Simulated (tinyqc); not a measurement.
# Abrupt p-n junction, non-linear Poisson equation by Newton steps, step by step

Program tinyqc, `OMP_NUM_THREADS=1 python tinyqc.py 2000034 2000035 out.jsonl`; Intel Xeon 2.30GHz, shared host, one thread, about 0.03 s. Printed values are rounded; ~0 in a residual or rate marks an entry under 1e-11 of the largest of its column.

One dimension, p side on the left, n side on the right; net doping C = -Na for x < 0 and +Nd for x > 0. The potential psi is counted from the intrinsic level, and the quasi-Fermi potentials are flat: 0 for holes and -V for electrons, so n = ni exp((psi + V)/Vt) and p = ni exp(-psi/Vt) (Boltzmann statistics, full ionisation, no current).

Values chosen for this exercise; band and dielectric values close to those of gallium phosphide: temperature T = 400 K; band gap Eg = 2.3 eV; relative permittivity eps_r = 11.2; conduction-band density of states at T Nc = 2.74e19 cm^-3; valence-band density of states at T Nv = 2.93e19 cm^-3; acceptor density of the p side Na = 1.8e17 cm^-3; donor density of the n side Nd = 6e16 cm^-3; bias of the p side against the n side V = 0.89 V.

Constants: q = 1.602176634e-19 C, kB = 1.380649e-23 J/K, Vt = kB T/q, eps0 = 8.8541878128e-14 F/cm where lengths are in cm. Results are converted to the units shown.

Range of the model: Flat quasi-Fermi levels over the whole structure hold only for low forward bias and sides short against the diffusion lengths.

## Intrinsic density, end potentials and Debye lengths

ni = sqrt(Nc Nv) exp(-Eg/(2 Vt)), Eg in volts; psi_p = -Vt ln(Na/ni), psi_n = Vt ln(Nd/ni) - V; Debye length sqrt(eps0 eps_r Vt/(q N)).

ni = 91822.01 cm^-3
psi_p = -0.9756243 V
psi_n = 0.04775591 V
Debye length, p side = 10.88700 nm
Debye length, n side = 18.85684 nm

## Net doping on the mesh

x, node 0 to 10 (nm): -139  -104  -74.2  -48.6  -26.7  -8  8  36  85  171  321

C = -Na for x < 0 and +Nd for x > 0, taken at the nodes.

net doping C, node 0 to 10 (cm^-3): -1.8e17  -1.8e17  -1.8e17  -1.8e17  -1.8e17  -1.8e17  6e16  6e16  6e16  6e16  6e16

## Couplings between neighbouring nodes

a_i = eps0 eps_r/h_i for the interval from node i to i + 1, with h_i = x_(i+1) - x_i in cm.

coupling a_i, interval 0 to 9 (F/cm^2): 2.833340e-7  3.327748e-7  3.873707e-7  4.528169e-7  5.303043e-7  6.197931e-7  3.541675e-7  2.023814e-7  1.153104e-7  6.611127e-8

## Starting potential

psi_p = -Vt ln(Na/ni) on nodes with x < 0 and psi_n = Vt ln(Nd/ni) - V on the others.

psi at the start, node 0 to 10 (V): -0.9756243  -0.9756243  -0.9756243  -0.9756243  -0.9756243  -0.9756243  0.0477559  0.0477559  0.0477559  0.0477559  0.0477559

## Iteration 1: densities, residual and Jacobian diagonal

n_i = ni exp((psi_i + V)/Vt), p_i = ni exp(-psi_i/Vt), rho_i = p_i - n_i + C_i, g_i = (n_i + p_i)/Vt. Box widths w_i = (h_(i-1) + h_i)/2 in cm. Residual F_i = a_i (psi_(i+1) - psi_i) - a_(i-1) (psi_i - psi_(i-1)) + q rho_i w_i; Jacobian: a_(i-1) and a_i beside the diagonal, b_i = -a_(i-1) - a_i - q g_i w_i on it. The two end nodes are fixed.

```
node  n (cm^-3)  p (cm^-3)
0      7658.215     1.8e17
1      7658.215     1.8e17
2      7658.215     1.8e17
3      7658.215     1.8e17
4      7658.215     1.8e17
5      7658.215     1.8e17
6          6e16   22974.65
7          6e16   22974.65
8          6e16   22974.65
9          6e16   22974.65
10         6e16   22974.65
```

```
node  residual F (C/cm^2)  diagonal b (F/cm^2)
1                      ~0         -3.326894e-6
2                      ~0         -3.037699e-6
3                      ~0         -2.827260e-6
4                      ~0         -2.681545e-6
5             6.342841e-7         -2.601706e-6
6            -6.342841e-7         -1.587513e-6
7                      ~0         -1.630265e-6
8                      ~0         -2.200181e-6
9                      ~0         -3.472292e-6
```

## Iteration 1: Newton step

Solve the tridiagonal system a_(i-1) d_(i-1) + b_i d_i + a_i d_(i+1) = -F_i for nodes 1 to 9, with d = 0 on fixed nodes. If the largest |d| exceeds 4 Vt, the whole step is scaled down so that it equals 4 Vt.

Newton step d, before damping, node 1 to 9 (V): 0.0000714  0.0007137  0.0055356  0.0339520  0.1669553  -0.3516016  -0.0772677  -0.0071198  -0.0002364
psi after iteration 1, node 0 to 10 (V): -0.9756243  -0.9755963  -0.9753445  -0.9734536  -0.9623104  -0.9101543  -0.0901214  0.0174561  0.0449640  0.0476632  0.0477559

## Iteration 2: densities, residual and Jacobian diagonal

As before.

```
node    n (cm^-3)    p (cm^-3)
0        7658.215       1.8e17
1        7664.438  1.798539e17
2        7720.651  1.785444e17
3        8156.005  1.690140e17
4        11268.76  1.223275e17
5        51169.75  2.693933e16
6     1.098938e15   1.254373e6
7     2.491096e16     55336.23
8     5.533172e16     24912.99
9     5.983883e16     23036.53
10           6e16     22974.65
```

```
node  residual F (C/cm^2)  diagonal b (F/cm^2)
1            3.080926e-14         -3.324693e-6
2            2.626248e-12         -3.018958e-6
3            1.330121e-10         -2.705982e-6
4             3.855222e-9         -2.137365e-6
5             4.380448e-7         -1.367349e-6
6            -4.493889e-7         -9.851983e-7
7            -1.088914e-8         -1.002337e-6
8           -2.072239e-10         -2.053715e-6
9           -4.099962e-13         -3.463452e-6
```

## Iteration 2: Newton step

As before.

Newton step d, before damping, node 1 to 9 (V): 0.0000860  0.0008593  0.0066160  0.0385077  0.1422844  -0.4258084  -0.1646216  -0.0163540  -0.0005446
psi after iteration 2, node 0 to 10 (V): -0.9756243  -0.9755685  -0.9750662  -0.9713113  -0.9498415  -0.8640825  -0.2279988  -0.0358486  0.0396685  0.0474869  0.0477559

## Iteration 3: densities, residual and Jacobian diagonal

As before.

```
node    n (cm^-3)    p (cm^-3)
0        7658.215       1.8e17
1        7670.633  1.797086e17
2        7783.223  1.771090e17
3        8678.986  1.588295e17
4        16179.93  8.519683e16
5      1.947571e5  7.077937e15
6     2.012776e13   6.848645e7
7     5.306167e15   2.597880e5
8     4.745201e16     29049.96
9     5.953348e16     23154.68
10           6e16     22974.65
```

```
node  residual F (C/cm^2)  diagonal b (F/cm^2)
1            5.130308e-14         -3.322505e-6
2            4.350348e-12         -3.000476e-6
3            2.116174e-10         -2.593552e-6
4             4.922550e-9         -1.787012e-6
5             3.006935e-7         -1.207177e-6
6            -3.050453e-7         -9.741665e-7
7            -1.903285e-8         -6.515042e-7
8           -8.114589e-10         -1.806490e-6
9           -1.755155e-12         -3.446704e-6
```

## Iteration 3: Newton step

As before.

Newton step d, before damping, node 1 to 9 (V): 0.0000736  0.0007351  0.0056196  0.0310908  0.0906883  -0.3351185  -0.2191727  -0.0250567  -0.0008388
psi after iteration 3, node 0 to 10 (V): -0.9756243  -0.9755382  -0.9747638  -0.9689993  -0.9370499  -0.8267707  -0.3658761  -0.1260225  0.0293595  0.0471417  0.0477559

## Course of the Newton iteration

Stop when the largest undamped |d| is below 1e-9 V, or after 80 iterations.

Course of the iteration:
```
iteration  largest |F| (C/cm^2)  largest |d| (V)  at node
1                       6.34e-7            0.352        6
2                       4.49e-7            0.426        6
3                       3.05e-7            0.335        6
4                       1.80e-7            0.222        6
5                       6.82e-8           0.0879        6
6                       3.40e-9          5.97e-3        8
7                      1.82e-10          3.62e-4        8
8                      5.91e-13          1.18e-6        8
9                      6.27e-18         1.25e-11        8
```

Converged in 9 iterations. Once the step is below 0.1 Vt, 2 more iteration(s) reach the threshold: near the solution the error is roughly squared each time.

## Converged densities, field and charge

converged psi, node 0 to 10 (V): -0.9756243  -0.9754855  -0.9742386  -0.9650411  -0.9171839  -0.7861832  -0.5936983  -0.3165662  -0.0144544  0.0456291  0.0477559

n and p as above; field E_i = -(psi_(i+1) - psi_i)/h_i on each interval; charge on either side of the peak Q = eps0 eps_r |E|max (Gauss).

```
node    n (cm^-3)    p (cm^-3)
0        7658.215       1.8e17
1        7689.124  1.792764e17
2        7972.369  1.729070e17
3        10410.47  1.324128e17
4        41729.67  3.303354e16
5      1.866296e6  7.386174e14
6      4.968033e8  2.774697e12
7     1.541325e12   8.943464e8
8     9.870430e15   1.396574e5
9     5.640974e16     24436.89
10           6e16     22974.65
```

field E, interval 0 to 9 (kV/cm): -0.0397  -0.4184  -3.5928  -21.8526  -70.0538  -120.3031  -98.9757  -61.6555  -6.9864  -0.1418
peak |E| = 120.3031 kV/cm
charge Q = 119.3009 nC/cm^2

## Check against the exact first integral and the depletion approximation

ni = sqrt(Nc Nv) exp(-Eg/(2 Vt)), Eg in volts. Exact first integral for an abrupt junction with thick neutral sides: psi_p = -Vt ln(Na/ni), psi_n = Vt ln(Nd/ni) - V, psi_j = (Nd psi_n + Na psi_p - Vt (Nd - Na))/(Na + Nd) at the junction, n_j = ni exp((psi_j + V)/Vt), p_j = ni exp(-psi_j/Vt), and E_j^2 = (2 q/(eps0 eps_r)) [Nd (psi_n - psi_j - Vt) + Vt (n_j + p_j)] (minority densities of the neutral sides neglected). Depletion approximation: Vbi = Vt ln(Na Nd/ni^2), W = sqrt(2 eps0 eps_r (Vbi - V)(1/Na + 1/Nd)/q), xp = W Nd/(Na + Nd), xn = W Na/(Na + Nd), peak field 2 (Vbi - V)/W, capacitance eps0 eps_r/W.

psi_j = -0.7025446 V
exact field at the junction = 117.8092 kV/cm
Vbi = 1.913380 V
W = 167.7859 nm
peak field in the depletion approximation = 121.9864 kV/cm

The depletion approximation gives a peak field 3.5 % above the exact one, since it leaves out the Debye tails of the majority carriers at the edges of the depleted layer. The 11-node mesh above gave 120.3 kV/cm on the interval that holds the junction, 2.1 % above the exact value.
